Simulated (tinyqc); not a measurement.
CCD on RHF in the sto-6g basis, frozen core, for BeH+, spin multiplicity 1, step by step. Computed by tinyqc, a small Python program that keeps every step (integrals from PySCF). Settings: charge = 1, multiplicity = 1, basis = sto-6g, method = RHF, frozen orbitals = 1, energy threshold = 1e-10, iteration cap = 64, orthogonalisation = symmetric, start = atomic densities, DIIS depth = 6, amplitude equations = CCD, DIIS depth for amplitudes = 6, cap on updates = 86. Command: `OMP_NUM_THREADS=1 python tinyqc.py 26558 26559 out.jsonl` (the two numbers bound the seeds that draw the settings). One thread of a shared host (Intel(R) Xeon(R) Processor @ 2.60GHz), about 0.2 s of CPU time with the checks. The early iterations of the SCF are left out here.

## One-electron integrals

Geometry (angstrom):
```
atom       x       y       z
Be    0.0000  0.0000  0.0000
H     0.0000  0.0000  1.4130
```

Basis sto-6g: exponents (1/bohr^2) and contraction coefficients of normalised primitives:
```
element  l (shell)  exponent  coefficient
Be           s (1)  312.8705       0.0092
Be           s (1)   57.3645       0.0494
Be           s (1)   16.0485       0.1685
Be           s (1)    5.5131       0.3706
Be           s (1)    2.1409       0.4165
Be           s (1)    0.8817       0.1303
Be           s (2)   13.6332      -0.0133
Be           s (2)    2.6984      -0.0470
Be           s (2)    0.8387      -0.0338
Be           s (2)    0.3227       0.2502
Be           s (2)    0.1401       0.5951
Be           s (2)    0.0642       0.2407
Be           p (3)   13.6332       0.0038
Be           p (3)    2.6984       0.0377
Be           p (3)    0.8387       0.1739
Be           p (3)    0.3227       0.4180
Be           p (3)    0.1401       0.4259
Be           p (3)    0.0642       0.1017
H            s (1)   35.5232       0.0092
H            s (1)    6.5131       0.0494
H            s (1)    1.8221       0.1685
H            s (1)    0.6260       0.3706
H            s (1)    0.2431       0.4165
H            s (1)    0.1001       0.1303
```

Overlap, kinetic and nuclear-attraction integrals over the contracted functions; the nuclear repulsion is the sum of Za Zb / Rab.

nuclear repulsion = 1.498025 hartree

overlap S:
```
         1Be 1s  1Be 2s  1Be 2px  1Be 2py  1Be 2pz   2H 1s
1Be 1s   1.0000  0.2548   0.0000   0.0000   0.0000  0.0613
1Be 2s   0.2548  1.0000   0.0000   0.0000   0.0000  0.4316
1Be 2px  0.0000  0.0000   1.0000   0.0000   0.0000  0.0000
1Be 2py  0.0000  0.0000   0.0000   1.0000   0.0000  0.0000
1Be 2pz  0.0000  0.0000   0.0000   0.0000   1.0000  0.5038
2H 1s    0.0613  0.4316   0.0000   0.0000   0.5038  1.0000
```

kinetic energy T (hartree):
```
          1Be 1s   1Be 2s  1Be 2px  1Be 2py  1Be 2pz    2H 1s
1Be 1s    6.7688  -0.2074   0.0000   0.0000   0.0000  -0.0139
1Be 2s   -0.2074   0.2201   0.0000   0.0000   0.0000   0.0583
1Be 2px   0.0000   0.0000   0.6613   0.0000   0.0000   0.0000
1Be 2py   0.0000   0.0000   0.0000   0.6613   0.0000   0.0000
1Be 2pz   0.0000   0.0000   0.0000   0.0000   0.6613   0.1698
2H 1s    -0.0139   0.0583   0.0000   0.0000   0.1698   0.7685
```

nuclear attraction V (hartree):
```
           1Be 1s   1Be 2s  1Be 2px  1Be 2py  1Be 2pz    2H 1s
1Be 1s   -15.0893  -1.7461   0.0000   0.0000  -0.0170  -0.4639
1Be 2s    -1.7461  -2.6547   0.0000   0.0000  -0.1396  -1.1432
1Be 2px    0.0000   0.0000  -2.6187   0.0000   0.0000   0.0000
1Be 2py    0.0000   0.0000   0.0000  -2.6187   0.0000   0.0000
1Be 2pz   -0.0170  -0.1396   0.0000   0.0000  -2.7264  -1.3239
2H 1s     -0.4639  -1.1432   0.0000   0.0000  -1.3239  -2.7290
```

core Hamiltonian H = T + V (hartree):
```
          1Be 1s   1Be 2s  1Be 2px  1Be 2py  1Be 2pz    2H 1s
1Be 1s   -8.3205  -1.9535   0.0000   0.0000  -0.0170  -0.4778
1Be 2s   -1.9535  -2.4346   0.0000   0.0000  -0.1396  -1.0849
1Be 2px   0.0000   0.0000  -1.9574   0.0000   0.0000   0.0000
1Be 2py   0.0000   0.0000   0.0000  -1.9574   0.0000   0.0000
1Be 2pz  -0.0170  -0.1396   0.0000   0.0000  -2.0652  -1.1541
2H 1s    -0.4778  -1.0849   0.0000   0.0000  -1.1541  -1.9605
```

## Two-electron integrals

Functions are numbered as in S; the eight-fold symmetry (ij|kl) = (ji|kl) = (kl|ij) leaves the list below.

Two-electron integrals (ij|kl) in chemists' order, unique and non-zero (hartree):
```
(11|11) 2.3000   (21|11) 0.3619   (21|21) 0.0719   (22|11) 0.5703
(22|21) 0.1397   (22|22) 0.4178   (31|31) 0.0153   (32|31) 0.0226
(32|32) 0.0923   (33|11) 0.5703   (33|21) 0.1397   (33|22) 0.4178
(33|33) 0.4501   (41|41) 0.0153   (42|41) 0.0226   (42|42) 0.0923
(43|43) 0.0243   (44|11) 0.5703   (44|21) 0.1397   (44|22) 0.4178
(44|33) 0.4016   (44|44) 0.4501   (51|51) 0.0153   (52|51) 0.0226
(52|52) 0.0923   (53|53) 0.0243   (54|54) 0.0243   (55|11) 0.5703
(55|21) 0.1397   (55|22) 0.4178   (55|33) 0.4016   (55|44) 0.4016
(55|55) 0.4501   (61|11) 0.0897   (61|21) 0.0173   (61|22) 0.0334
(61|33) 0.0331   (61|44) 0.0331   (61|51) 0.0017   (61|52) 0.0033
(61|55) 0.0340   (61|61) 0.0044   (62|11) 0.2059   (62|21) 0.0512
(62|22) 0.1655   (62|33) 0.1593   (62|44) 0.1593   (62|51) 0.0071
(62|52) 0.0413   (62|55) 0.1777   (62|61) 0.0136   (62|62) 0.0959
(63|31) 0.0051   (63|32) 0.0227   (63|53) 0.0073   (63|63) 0.0091
(64|41) 0.0051   (64|42) 0.0227   (64|54) 0.0073   (64|64) 0.0091
(65|11) 0.2183   (65|21) 0.0549   (65|22) 0.1858   (65|33) 0.1749
(65|44) 0.1749   (65|51) 0.0116   (65|52) 0.0645   (65|55) 0.2076
(65|61) 0.0153   (65|62) 0.1228   (65|65) 0.1627   (66|11) 0.3719
(66|21) 0.0943   (66|22) 0.3399   (66|33) 0.3153   (66|44) 0.3153
(66|51) 0.0158   (66|52) 0.1165   (66|55) 0.3890   (66|61) 0.0260
(66|62) 0.2483   (66|65) 0.3379   (66|66) 0.7750
```

## Orthogonalisation

S = U s U^T; symmetric (Loewdin) form X = U s^(-1/2) U^T, so that X^T S X = 1.

eigenvalues of S: 0.3275  0.7974  1.0000  1.0000  1.1719  1.7033

X:
```
          1Be 1s   1Be 2s  1Be 2px  1Be 2py  1Be 2pz    2H 1s
1Be 1s    1.0265  -0.1417   0.0000   0.0000  -0.0101   0.0198
1Be 2s   -0.1417   1.1357   0.0000   0.0000   0.1260  -0.3142
1Be 2px   0.0000   0.0000   1.0000   0.0000   0.0000   0.0000
1Be 2py   0.0000   0.0000   0.0000   1.0000   0.0000   0.0000
1Be 2pz  -0.0101   0.1260   0.0000   0.0000   1.1442  -0.3607
2H 1s     0.0198  -0.3142   0.0000   0.0000  -0.3607   1.2509
```

## Iteration 8 (converged): orbitals

converged F (hartree):
```
          1Be 1s   1Be 2s  1Be 2px  1Be 2py  1Be 2pz    2H 1s
1Be 1s   -5.0856  -1.3661   0.0000   0.0000   0.0160  -0.3303
1Be 2s   -1.3661  -0.8400   0.0000   0.0000  -0.1413  -0.5342
1Be 2px   0.0000   0.0000  -0.1440   0.0000   0.0000   0.0000
1Be 2py   0.0000   0.0000   0.0000  -0.1440   0.0000   0.0000
1Be 2pz   0.0160  -0.1413   0.0000   0.0000  -0.3226  -0.4382
2H 1s    -0.3303  -0.5342   0.0000   0.0000  -0.4382  -0.5410
```

Diagonalise F' = X^T F X, C = X C', fill 2 alpha and 2 beta electrons from the bottom; D = 2 C_occ C_occ^T. Each column has its largest component positive (the first on a tie).

F' = X^T F X (hartree):
```
         1        2        3        4        5        6
1  -4.9892  -0.6657   0.0000   0.0000   0.0210  -0.0422
2  -0.6657  -0.4589   0.0000   0.0000   0.0158  -0.3557
3   0.0000   0.0000  -0.1440   0.0000   0.0000   0.0000
4   0.0000   0.0000   0.0000  -0.1440   0.0000   0.0000
5   0.0210   0.0158   0.0000   0.0000  -0.1364  -0.3609
6  -0.0422  -0.3557   0.0000   0.0000  -0.3609  -0.1898
```

orbital energies (hartree): MO1 -5.0868, MO2 -0.7255, MO3 -0.2633, MO4 -0.1440, MO5 -0.1440, MO6 0.3014

coefficients C:
```
             MO1      MO2      MO3      MO4     MO5      MO6
1Be 1s    0.9957  -0.1822  -0.1914   0.0000  0.0000   0.1143
1Be 2s    0.0168   0.5558   0.7607   0.0000  0.0000  -0.7325
1Be 2px   0.0000   0.0000   0.0000   0.9189  0.3945   0.0000
1Be 2py   0.0000   0.0000   0.0000  -0.3945  0.9189   0.0000
1Be 2pz  -0.0024   0.2922  -0.6330   0.0000  0.0000  -0.9845
2H 1s    -0.0010   0.4989  -0.2391   0.0000  0.0000   1.2198
```

D after iteration 8:
```
          1Be 1s   1Be 2s  1Be 2px  1Be 2py  1Be 2pz    2H 1s
1Be 1s    2.0491  -0.1692   0.0000   0.0000  -0.1113  -0.1838
1Be 2s   -0.1692   0.6185   0.0000   0.0000   0.3248   0.5546
1Be 2px   0.0000   0.0000   0.0000   0.0000   0.0000   0.0000
1Be 2py   0.0000   0.0000   0.0000   0.0000   0.0000   0.0000
1Be 2pz  -0.1113   0.3248   0.0000   0.0000   0.1708   0.2916
2H 1s    -0.1838   0.5546   0.0000   0.0000   0.2916   0.4979
```

Within a degenerate level the vectors are fixed only up to a rotation; this is one choice.

## Convergence

Stop when the energy changes by less than 1e-10 hartree and every element of the error matrix X^T (F D S - S D F) X is below 3e-06.

Course of the cycle:
```
iteration  E (hartree)     change  largest element of the error matrix
1           -12.781463          -                             2.52e-01
2           -14.797735  -2.02e+00                             8.74e-02
3           -14.816977  -1.92e-02                             2.68e-02
4           -14.819219  -2.24e-03                             1.09e-02
5           -14.819576  -3.57e-04                             7.36e-04
6           -14.819578  -1.75e-06                             3.05e-05
7           -14.819578  -4.32e-10                             1.79e-06
8           -14.819578  -5.00e-12                             1.26e-07
```

PySCF RHF in the same basis = -14.819578 hartree

Converged in 8 iterations.

## Integrals over molecular orbitals

(pq|rs) = sum C_ip C_jq C_kr C_ls (ij|kl), one index at a time.

one-electron integrals over orbitals h = C^T H C (hartree):
```
         1        2        3        4        5        6
1  -8.3133   0.1646   0.2079   0.0000   0.0000  -0.0807
2   0.1646  -2.1920  -0.0057   0.0000   0.0000   0.1787
3   0.2079  -0.0057  -1.9524   0.0000   0.0000  -0.0351
4   0.0000   0.0000   0.0000  -1.9574   0.0000   0.0000
5   0.0000   0.0000   0.0000   0.0000  -1.9574   0.0000
6  -0.0807   0.1787  -0.0351   0.0000   0.0000  -1.6268
```

Two-electron integrals over orbitals (pq|rs), unique and non-zero (hartree); the lowest 1 orbital is frozen and left out:
```
(22|22) 0.5242    (32|22) -0.0665   (32|32) 0.0356    (33|22) 0.3191
(33|32) 0.0296    (33|33) 0.4671    (42|42) 0.0426    (43|42) 0.0310
(43|43) 0.0521    (44|22) 0.3659    (44|32) 0.0205    (44|33) 0.3989
(44|44) 0.4501    (52|52) 0.0426    (53|52) 0.0310    (53|53) 0.0521
(54|54) 0.0243    (55|22) 0.3659    (55|32) 0.0205    (55|33) 0.3989
(55|44) 0.4016    (55|55) 0.4501    (62|22) 0.0565    (62|32) -0.0467
(62|33) -0.0280   (62|44) -0.0573   (62|55) -0.0573   (62|62) 0.1235
(63|22) -0.0558   (63|32) 0.0299    (63|33) 0.0567    (63|44) 0.0180
(63|55) 0.0180    (63|62) -0.0472   (63|63) 0.0476    (64|42) -0.0297
(64|43) -0.0144   (64|64) 0.0264    (65|52) -0.0297   (65|53) -0.0144
(65|65) 0.0264    (66|22) 0.5214    (66|32) -0.0650   (66|33) 0.3488
(66|44) 0.3711    (66|55) 0.3711    (66|62) 0.0850    (66|63) -0.0554
(66|66) 0.5583
```

## CCD: starting amplitudes

t_ij^ab = <ij||ab> / (e_i + e_j - e_a - e_b), whose energy is MP2.

Starting amplitudes (spin orbitals 1a, 1b, ...; amplitudes related by a flip of all spins are not repeated):
```
from      to        t
2a 2b  6a 6b  -0.0601
2a 2b  3a 3b  -0.0385
2a 2b  4a 4b  -0.0366
2a 2b  5a 5b  -0.0366
2a 2b  3a 6b   0.0314
```

correlation energy = -0.014839 hartree

## CCD: amplitude update 1

t_ij^ab D_ij^ab are set to the remaining terms of the spin-orbital equations, evaluated with the old amplitudes; for the doubles these are <ij||ab> + 1/2 <ab||ef> t_ij^ef + 1/2 <mn||ij> t_mn^ab + P(ij)P(ab) <mb||ej> t_im^ae + terms in t^2, D the orbital-energy denominators.

Amplitudes after update 1 (spin orbitals 1a, 1b, ...; amplitudes related by a flip of all spins are not repeated):
```
from      to        t
2a 2b  6a 6b  -0.0803
2a 2b  3a 3b  -0.0478
2a 2b  3a 6b   0.0465
2a 2b  4a 4b  -0.0442
2a 2b  5a 5b  -0.0442
```

correlation energy = -0.019726 hartree

## CCD: amplitude update 2

As before.

Amplitudes after update 2 (spin orbitals 1a, 1b, ...; amplitudes related by a flip of all spins are not repeated):
```
from      to        t
2a 2b  6a 6b  -0.0871
2a 2b  3a 6b   0.0531
2a 2b  3a 3b  -0.0517
2a 2b  4a 4b  -0.0452
2a 2b  5a 5b  -0.0452
```

correlation energy = -0.021399 hartree

## CCD: convergence

E_corr = 1/4 sum <ij||ab> t_ij^ab; stop when the norm of the change is below 1e-8.

Course of the amplitude iterations:
```
update  correlation energy (hartree)  norm of the change
0                          -0.014839                   -
1                          -0.019726            6.54e-02
2                          -0.021399            2.44e-02
3                          -0.022383            1.01e-02
4                          -0.022380            1.55e-03
5                          -0.022380            1.08e-04
6                          -0.022379            1.56e-05
7                          -0.022379            1.36e-06
8                          -0.022379            4.43e-07
9                          -0.022379            1.14e-09
```

Converged amplitudes (spin orbitals 1a, 1b, ...; amplitudes related by a flip of all spins are not repeated):
```
from      to        t
2a 2b  6a 6b  -0.0906
2a 2b  3a 6b   0.0583
2a 2b  3a 3b  -0.0557
2a 2b  4a 4b  -0.0442
2a 2b  5a 5b  -0.0442
```

CCD total energy = -14.841957 hartree

Converged in 9 updates, with DIIS from the third.
